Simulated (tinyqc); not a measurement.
What each parameter does: inter-valley coupling by envelope functions against a chain of atomic planes.

Chain: E(phi) = e0 + 2 v cos(phi) + 2 u cos(2 phi), cos(phi0) = -v/(4u), e0 = 2u + v^2/(4u); plane j = 0, 1, ... has the potential V_j = dE x_j + F (j - 30) a/4 (1 MV/m = 1e-4 V/angstrom). There are 30 barrier planes a side; with y = j - 29.5, x_j = xb (f(y) + f(Nw - y)), f(y) = 1/(1 + exp(y/L)), plus any Ge added in the well. The valley splitting is the spacing of the two lowest levels. Envelope theory: F_j solves a one-valley chain with hopping -b and diagonal 2b + V_j, b = 4u sin^2(phi0), sum F_j^2 = 1; the valleys couple by Dv = sum_j F_j^2 V_j exp(-2 i phi0 j) and split by 2|Dv|.

Values chosen for the exercise (near those of the Delta valleys of silicon in a SiGe well; the results hold for these values, not for the real material): a = 5.431 angstrom (lattice constant; planes lie a/4 apart); u = 0.632 eV (second-neighbour hopping); v = 0.617 eV (nearest hopping); Nw = 58 (planes in the well); L = 1.5 planes (interface width); xb = 0.3 (Ge fraction of the barriers); dE = 0.5 eV (offset per unit Ge fraction); F = 8 MV/m (field); js = 62 (plane j of a Ge spike (the well starts at j = 30)); xs = 0.06 (Ge fraction added on that plane).

Chain with the spike on plane js. Each row changes one parameter from the base and keeps the others.

Results:

| case | level (meV) | splitting (micro-eV) |
|---|---|---|
| base | 29.514 | 530.5 |
| Nw = 64 | 29.500 | 533.6 |
| L = 2 planes | 30.399 | 586.0 |
| xb = 0.35 | 30.009 | 565.5 |
| dE = 0.55 eV | 29.848 | 600.2 |
| F = 10 MV/m | 33.684 | 376.4 |
| js = 65 | 29.416 | 334.7 |
| xs = 0.078 | 29.581 | 665.2 |

The largest shifts from the base row, up to three for each result and ties (the steps differ in size, so this ranks the rows, not the parameters). level (meV): F +4.170, L +0.885, xb +0.495. splitting (micro-eV): js -195.8, F -154.1, xs +134.7.

(tinyqc, `OMP_NUM_THREADS=1 python tinyqc.py 1451689 1451690 out.jsonl`, Intel(R) Xeon(R) Processor @ 2.30GHz, 1 thread, shared host, about 0.09 s.)
